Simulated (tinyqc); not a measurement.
# Trap density from the barrier height

Inverse problem. In a partly depleted grain with all boundary traps filled, 2 N W = Qt and VB = q N W^2/(2 eps0 eps_r). Find Qt, W and the doping at which VB would equal Vt.

Inputs (values chosen for the exercise):
```
symbol  value  unit                meaning
T         300     K            temperature
eps_r    11.7        relative permittivity
```

Constants: q = 1.602176634e-19 C, kB = 1.380649e-23 J/K, Vt = kB T/q, eps0 = 8.8541878128e-14 F/cm where lengths are in cm. Results are converted to the units shown.

doping = 7e17 cm^-3
barrier height = 0.15907805 V

Solution. Eliminating W gives VB = q Qt^2/(8 eps0 eps_r N), which falls as 1/N.

Qt = 2.400e12 cm^-2
W = 17.14 nm
doping for VB = Vt = 4.307e18 cm^-3

Numbers from tinyqc (`OMP_NUM_THREADS=1 python tinyqc.py 2830119 2830120 out.jsonl`; about 0.01 s on one thread of a shared Intel Xeon 2.30GHz).
